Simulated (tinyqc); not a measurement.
Empirical pseudopotential in a few plane waves, step by step. Computed by tinyqc, a small Python program that keeps every step. Settings: plane-wave index or count = 15. Command: `OMP_NUM_THREADS=1 python tinyqc.py 29588 29589 out.jsonl` (the two numbers bound the seeds that draw the settings). One thread of a shared host (Intel(R) Xeon(R) Processor @ 2.60GHz), about 0.3 s of CPU time with the checks.

## Bloch Hamiltonian at k

Parameters chosen for this model: fcc lattice, atoms at +/- a/8 (1,1,1); form factors in rydberg at |G|^2 in units of (2 pi/a)^2:
```
parameter                 value      unit
a                      5.410000  angstrom
VS(3)                 -0.227000        Ry
VS(8)                 -0.001000        Ry
VS(11)                 0.087000        Ry
VA(3)                  0.093000        Ry
VA(4)                  0.067000        Ry
VA(11)                 0.029000        Ry
hbar^2/2m (2 pi/a)^2   5.139113        eV
```

k point k (2 pi / a): [0.000000, -0.160000, -0.320000]

Basis: the 15 shortest G (labels in 2 pi/a), the same at every k. H(G,G') = c |k + G|^2 delta + VS(|G-G'|^2) cos((G-G').tau) + i VA sin((G-G').tau), tau = a/8 (1,1,1); 1 Ry = 13.605693 eV.

H(k) at k (eV), order +0+0+0, -1-1-1, -1-1+1, -1+1-1, -1+1+1, +1-1-1, +1-1+1, +1+1-1, +1+1+1, -2+0+0, +0-2+0, +0+0-2, +0+0+2, +0+2+0, +2+0+0:
```
[[0.657806, 2.183894+0.894723i, -2.183894+0.894723i, -2.183894+0.894723i, -2.183894-0.894723i, -2.183894+0.894723i, -2.183894-0.894723i, -2.183894-0.894723i, 2.183894-0.894723i, 0.000000+0.911581i, 0.000000+0.911581i, 0.000000+0.911581i, 0.000000-0.911581i, 0.000000-0.911581i, 0.000000-0.911581i],
 [2.183894-0.894723i, 21.008692, 0.000000-0.911581i, 0.000000-0.911581i, 0.013606, 0.000000-0.911581i, 0.013606, 0.013606, 0.000000, -2.183894-0.894723i, -2.183894-0.894723i, -2.183894-0.894723i, -0.836999+0.279000i, -0.836999+0.279000i, -0.836999+0.279000i],
 [-2.183894-0.894723i, 0.000000+0.911581i, 14.430628, -0.013606, 0.000000-0.911581i, -0.013606, 0.000000-0.911581i, 0.000000, 0.013606, -2.183894+0.894723i, -2.183894+0.894723i, 0.836999+0.279000i, 2.183894-0.894723i, -0.836999-0.279000i, -0.836999-0.279000i],
 [-2.183894-0.894723i, 0.000000+0.911581i, -0.013606, 17.719660, 0.000000-0.911581i, -0.013606, 0.000000, 0.000000-0.911581i, 0.013606, -2.183894+0.894723i, 0.836999+0.279000i, -2.183894+0.894723i, -0.836999-0.279000i, 2.183894-0.894723i, -0.836999-0.279000i],
 [-2.183894+0.894723i, 0.013606, 0.000000+0.911581i, 0.000000+0.911581i, 11.141596, 0.000000, -0.013606, -0.013606, 0.000000-0.911581i, 2.183894+0.894723i, -0.836999+0.279000i, -0.836999+0.279000i, -2.183894-0.894723i, -2.183894-0.894723i, 0.836999-0.279000i],
 [-2.183894-0.894723i, 0.000000+0.911581i, -0.013606, -0.013606, 0.000000, 21.008692, 0.000000-0.911581i, 0.000000-0.911581i, 0.013606, 0.836999+0.279000i, -2.183894+0.894723i, -2.183894+0.894723i, -0.836999-0.279000i, -0.836999-0.279000i, 2.183894-0.894723i],
 [-2.183894+0.894723i, 0.013606, 0.000000+0.911581i, 0.000000, -0.013606, 0.000000+0.911581i, 14.430628, -0.013606, 0.000000-0.911581i, -0.836999+0.279000i, 2.183894+0.894723i, -0.836999+0.279000i, -2.183894-0.894723i, 0.836999-0.279000i, -2.183894-0.894723i],
 [-2.183894+0.894723i, 0.013606, 0.000000, 0.000000+0.911581i, -0.013606, 0.000000+0.911581i, -0.013606, 17.719660, 0.000000-0.911581i, -0.836999+0.279000i, -0.836999+0.279000i, 2.183894+0.894723i, 0.836999-0.279000i, -2.183894-0.894723i, -2.183894-0.894723i],
 [2.183894+0.894723i, 0.000000, 0.013606, 0.013606, 0.000000+0.911581i, 0.013606, 0.000000+0.911581i, 0.000000+0.911581i, 11.141596, -0.836999-0.279000i, -0.836999-0.279000i, -0.836999-0.279000i, -2.183894+0.894723i, -2.183894+0.894723i, -2.183894+0.894723i],
 [0.000000-0.911581i, -2.183894+0.894723i, -2.183894-0.894723i, -2.183894-0.894723i, 2.183894-0.894723i, 0.836999-0.279000i, -0.836999-0.279000i, -0.836999-0.279000i, -0.836999+0.279000i, 21.214257, -0.013606, -0.013606, 0.013606, 0.013606, 0.000000],
 [0.000000-0.911581i, -2.183894+0.894723i, -2.183894-0.894723i, 0.836999-0.279000i, -0.836999-0.279000i, -2.183894-0.894723i, 2.183894-0.894723i, -0.836999-0.279000i, -0.836999+0.279000i, -0.013606, 24.503289, -0.013606, 0.013606, 0.000000, 0.013606],
 [0.000000-0.911581i, -2.183894+0.894723i, 0.836999-0.279000i, -2.183894-0.894723i, -0.836999-0.279000i, -2.183894-0.894723i, -0.836999-0.279000i, 2.183894-0.894723i, -0.836999+0.279000i, -0.013606, -0.013606, 27.792321, 0.000000, 0.013606, 0.013606],
 [0.000000+0.911581i, -0.836999-0.279000i, 2.183894+0.894723i, -0.836999+0.279000i, -2.183894+0.894723i, -0.836999+0.279000i, -2.183894+0.894723i, 0.836999+0.279000i, -2.183894-0.894723i, 0.013606, 0.013606, 0.000000, 14.636193, -0.013606, -0.013606],
 [0.000000+0.911581i, -0.836999-0.279000i, -0.836999+0.279000i, 2.183894+0.894723i, -2.183894+0.894723i, -0.836999+0.279000i, 0.836999+0.279000i, -2.183894+0.894723i, -2.183894-0.894723i, 0.013606, 0.000000, 0.013606, -0.013606, 17.925225, -0.013606],
 [0.000000+0.911581i, -0.836999-0.279000i, -0.836999+0.279000i, -0.836999+0.279000i, 0.836999+0.279000i, 2.183894+0.894723i, -2.183894+0.894723i, -2.183894+0.894723i, -2.183894-0.894723i, 0.000000, 0.013606, 0.013606, -0.013606, -0.013606, 21.214257]]
```

## Levels at k

Diagonalise the Hermitian matrix.

eigenvalues (eV): [-3.131552, 8.078451, 9.890481, 10.507237, 14.284652, 15.214477, 16.969166, 17.206688, 18.800803, 20.626127, 21.772382, 23.111751, 25.801324, 27.231328, 30.181183]

## Bands along a path

The same steps at evenly spaced points between the labelled ones.

Bands along the path (eV), lowest eight:
```
k            band 1     band 2     band 3     band 4     band 5     band 6     band 7     band 8
L         -1.684437   4.466860  10.299640  10.299640  12.700038  16.617341  16.617341  18.654168
L-G 0.20  -2.129336   5.074974  10.257257  10.257257  12.738628  16.575342  16.575342  18.807595
L-G 0.40  -2.681572   6.282006  10.374257  10.374257  13.001792  16.663776  16.663776  18.653893
L-G 0.60  -3.161846   7.866257  10.604228  10.604228  13.376176  16.533470  16.533470  16.802442
L-G 0.80  -3.476521   9.635230  10.851512  10.851512  13.208454  15.776005  16.099785  16.099785
G         -3.585147  10.964546  10.964546  10.964546  12.258918  15.866790  15.866790  15.866790
G-X 0.20  -3.440201   9.589303  10.615857  10.615857  13.644994  15.152325  16.482045  16.482045
G-X 0.40  -3.018839   7.896755   9.935851   9.935851  13.671258  15.312371  17.883768  17.949766
G-X 0.60  -2.370185   6.379105   9.343625   9.343625  12.874476  14.306016  19.483805  19.830507
G-X 0.80  -1.614168   5.153598   9.012326   9.012326  12.442730  13.229179  21.898347  21.956603
X         -1.014697   4.489012   9.010372   9.010372  12.372349  12.837277  24.306579  24.306579
```

With 4 band(s) filled, the highest filled level on these points lies at G and the lowest empty one at G: a gap of 1.2944 eV, direct. This holds for the small fixed basis; with all plane waves up to |k + G|^2 = 21 (2 pi/a)^2 the gap along the path is 1.72 eV.

## Convergence with the number of plane waves

Levels at G counted from the fourth one.

Levels (eV):
```
plane waves     level 1   level 5   level 8
9            -17.296402  0.360733  1.823163
15           -14.549693  1.294372  4.902244
27           -13.608703  1.737606  5.300210
51           -13.375821  1.668959  5.594878
59           -13.385843  1.684768  5.403140
65           -13.387094  1.687781  5.359436
89           -13.368949  1.692447  5.373180
```
